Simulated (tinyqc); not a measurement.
Koster-Slater impurity in a tight-binding band, by Green functions and by supercells: one step, computed by the program tinyqc.

One orbital per site, e(k) = -2 t sum cos(k_i) over 2 direction(s), band from -4 t to 4 t, lattice constant 1. One site has the extra energy U. Spin is left out.

Question. The level in the supercell. In a periodic cell of N sites along each direction with Bloch vector K, the level solves 1/U = N^-d sum_k 1/(E - e(k)), k_i = (2 pi m_i + K_i)/N, m_i = 0..N-1; the outermost root on the side of U is taken (bisection). d is the number of directions. Gamma means K_i = 0, the zone corner K_i = pi, the quarter point K_i = pi/2. The error is measured against the isolated level E_b.

Inputs (values chosen for the exercise, for a model band): hopping t = 1.9 eV; impurity potential U = -4.03 eV; supercell edge N = 3 sites.

Lattice: square.

level E_b = -7.754585 eV

Give: level at Gamma; level at the corner; level at the quarter point; error at Gamma; width between Gamma and the corner.

Answer.

level at Gamma = -8.377 eV

level at the corner = -6.200 eV

level at the quarter point = -7.491 eV

error at Gamma = -0.6223 eV

width between Gamma and the corner = 2.177 eV

Images turn the level into a band 2.18 eV wide; the quarter point misses the isolated level by 0.26 eV, against -0.62 eV at Gamma.
